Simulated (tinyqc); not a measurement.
A spin-degenerate level with charging energy between two leads, rate equations: relaxation from the empty dot.

States 0, up, down and 2 with energies 0, e1 - Ez/2, e1 + Ez/2 and 2 e1 + U. mu_L = +V/2, mu_R = -V/2 (meV), f(x) = 1/(1 + exp(x/kB T)). A transition that adds one electron of given spin at the energy E has the rate G f(E - mu) from each lead, and its reverse G [1 - f(E - mu)]. I counts electrons leaving the left lead, times q.

Explicit Euler step: p(new) = p + dt W p.

Stop when no probability changes by more than 1e-8 in a step, or after 400 steps.

Inputs (values chosen for the exercise):
```
symbol,value,unit,meaning
dt,0.16,ns,time step
```

W (1/ns):
```
             0        up      down         2
0     -0.02569   2.15716   2.15716   0.00000
up     0.01284  -2.15716   0.00000   2.17000
down   0.01284   0.00000  -2.15716   2.17000
2      0.00000   0.00000   0.00000  -4.34000
```

p at the start: 0 1, up 0, down 0, 2 0

Course of the iteration:
```
step      p(0)  p(up) / 1e-3  p(down) / 1e-3  p(2) / 1e-13  largest change
1     0.995890       2.05491         2.05491       0.00000         4.11e-3
2     0.993216       3.39213         3.39213       2.08712         2.67e-3
3     0.991475       4.26232         4.26232       4.08312         1.74e-3
4     0.990343       4.82859         4.82859       5.57693         1.13e-3
5     0.989606       5.19709         5.19709       6.60859         7.37e-4
6     0.989126       5.43689         5.43689       7.29814         4.80e-4
7     0.988814       5.59294         5.59294       7.75242         3.12e-4
8     0.988611       5.69448         5.69448       8.04975         2.03e-4
...        ...           ...             ...           ...             ...
25    0.988233       5.88356         5.88356       8.60550         1.37e-7
26    0.988233       5.88361         5.88361       8.60563         8.89e-8
27    0.988233       5.88364         5.88364       8.60571         5.79e-8
28    0.988233       5.88366         5.88366       8.60577         3.77e-8
29    0.988233       5.88367         5.88367       8.60580         2.45e-8
30    0.988233       5.88368         5.88368       8.60583         1.59e-8
31    0.988233       5.88368         5.88368       8.60584         1.04e-8
32    0.988233       5.88368         5.88368       8.60585         6.75e-9
```

Did this iteration meet its convergence test, and what does its course show?

Yes. The steps settle after 32 steps (5.12 ns) on the steady state above. The decay rates of W are 2.16, 2.18 and 4.34 1/ns; stability needs dt below 2 over the largest, 0.461 ns.

Range of the model: Rate equations need hbar G well below kB T; cotunnelling and the Kondo effect are left out.

Program tinyqc, `OMP_NUM_THREADS=1 python tinyqc.py 2780036 2780037 out.jsonl`; Intel Xeon 2.30GHz, shared host, one thread, about 0.01 s.
